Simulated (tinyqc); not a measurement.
Read current of a NAND string, cells in series solved by shooting: course of the secant iteration.

Cells in series, numbered from 0 at the source line (0 V) to the bit line, each followed by a gap resistance Rg. A cell with gate Vg, threshold VT, source Vs and drain Vd passes I = 2 nf K Vt^2 [F(Vs) - F(Vd)]/(1 + th max(Vg - VT, 0)), F(V) = ln^2(1 + exp((Vg - VT - nf V)/(2 nf Vt))). The selected cell has Vg = Vr, the others Vg = Vp.

For a trial current I start at 0 V and, cell by cell (the selected one is cell 1), solve for the drain: sqrt(F(Vd)) = sqrt(F(Vs) - I/k), k = 2 nf K Vt^2/(1 + th max(Vg - VT, 0)), Vd = [Vg - VT - 2 nf Vt ln(exp(sqrt F) - 1)]/nf, then add I Rg.

Secant steps on the end voltage less Vbl, from the two trials; a trial above the saturation current of a cell has no solution and is moved halfway to the previous trial. Stop below 1e-9 V.

Parameters, values chosen for the exercise; values of the order met in vertical NAND strings: temperature T = 358 K; gain factor of a cell K = 25 uA/V^2; slope factor nf = 2.2; mobility reduction factor th = 0.17 1/V; resistance of the gap between cells Rg = 9.7 kohm; bit-line voltage Vbl = 0.7 V; pass voltage Vp = 7.1 V; read voltage on the selected word line Vr = 3.94 V.

Constants: q = 1.602176634e-19 C, kB = 1.380649e-23 J/K, Vt = kB T/q. Results are converted to the units shown.

thresholds from the source end, cell 0 to 4 (V): -2.1  2.4  -2.1  -2.1  -2.1
first trial current = 3.6 uA
second trial current = 4.4 uA

Course of the iteration:
```
iteration   I (uA)  end voltage - Vbl (V)  halvings
1          4.85384                5.84e-3         0
2          4.82040               -1.84e-4         0
3          4.82142               -4.79e-7         0
4          4.82142               3.92e-11         0
```

Did this iteration meet its convergence test, and what does its course show?

Yes. Converged in 4 iterations to I = 4.8214 uA. The selected cell takes 32.6 % of the bit-line voltage and the gaps together 33.4 %.

Computed by the program tinyqc: `OMP_NUM_THREADS=1 python tinyqc.py 2142117 2142118 out.jsonl`, one thread of a shared Intel Xeon 2.30GHz, about 0.7 s for the whole run.
